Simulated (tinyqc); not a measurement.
A short-path metal as competitor: size effects in the resistivity of thin metal films and interconnect lines. Computed by tinyqc, a small Python program. Command: `OMP_NUM_THREADS=1 python tinyqc.py 3026405 3026406 out.jsonl size walk`. One thread of a shared host (Intel(R) Xeon(R) Processor @ 2.30GHz), about 0.01 s of CPU time with the checks.

Electrons lose their drift at surfaces (a share 1 - p of the hits) and at grain boundaries (reflection R), besides bulk scattering. The line sits in a trench with a non-conducting liner on both walls and the bottom; the spacing equals the drawn width.

Inputs (values chosen for the exercise, modelled on silver):

| quantity | value | unit |
|---|---|---|
| bulk resistivity rho_b | 1.56 | microohm cm |
| bulk mean free path lambda | 54.5 | nm |
| specularity p | 0.2 | - |
| grain-boundary reflection R | 0.26 | - |
| grain size over metal width | 0.51 | - |
| aspect ratio (height over width) | 2.5 | - |
| liner thickness t | 2.5 | nm |
| competitor: rho_b relative to this metal | 2.2 | - |
| competitor: lambda relative to this metal | 0.29 | - |
| competitor: liner relative to t | 0.36 | - |

Geometry: line.

Method:
- Fuchs-Sondheimer film: rho_b/rho = 1 - (3/(2 kappa))(1 - p) int_0^1 (s - s^3)(1 - exp(-kappa/s))/(1 - p exp(-kappa/s)) ds, f = rho/rho_b, kappa = thickness/lambda, 80 Gauss-Legendre points.
- Line: the excess of a film of thickness w_m and of a film of thickness h_m are added, rho/rho_b = 1 + (f(w_m) - 1) + (f(h_m) - 1), an estimate that holds best when both sides exceed lambda.
- Mayadas-Shatzkes: alpha = (lambda/D) R/(1 - R); rho_b/rho = 1 - 3 alpha/2 + 3 alpha^2 - 3 alpha^3 ln(1 + 1/alpha).
- w_m = w - 2t, h_m = (aspect ratio) w - t, D = (ratio) w_m; rho = rho_b [1 + surface excess + grain excess].
- Effective resistivity rho (aspect ratio) w^2/(w_m h_m) for the metal with its liner, for the same metal without liner, and for a competitor with its own rho_b, lambda and liner, and for that competitor with the liner t; p, R, aspect and grain ratios are the same.

Effective resistivity (microohm cm):

| w (nm) | this metal | without liner | competitor | competitor, liner t |
|---|---|---|---|---|
| 200 | 2.25 | 2.172 | 3.868 | 3.95 |
| 100 | 3.03 | 2.788 | 4.319 | 4.52 |
| 50 | 4.83 | 4.014 | 5.276 | 5.85 |
| 30 | 7.87 | 5.620 | 6.673 | 8.10 |
| 20 | 13.12 | 7.585 | 8.625 | 11.99 |
| 14 | 23.69 | 10.056 | 11.507 | 19.77 |
| 10 | 51.81 | 13.282 | 16.133 | 40.09 |
| 7 | 214.92 | 18.020 | 25.319 | 154.42 |

The competitor wins below a width between 50.0 and 30.0 nm. In narrow lines rho scales as rho_b lambda/w, and the product rho_b lambda of the competitor is 0.64 times this metal's. At the narrowest width the liner costs this metal a factor 11.93. With the same liner the competitor wins below a width between 30.0 and 20.0 nm; at the narrowest width the thinner liner lowers it from 154 to 25.3. Rows with w - 2t below lambda stretch the additive estimate. Metal widths below about 5 nm are outside this semiclassical model. Caution: below about 5 nm roughness, discontinuity and quantum confinement take over from this semiclassical model.

Extremes, crossings and ranges named in words are read from the listed rows.
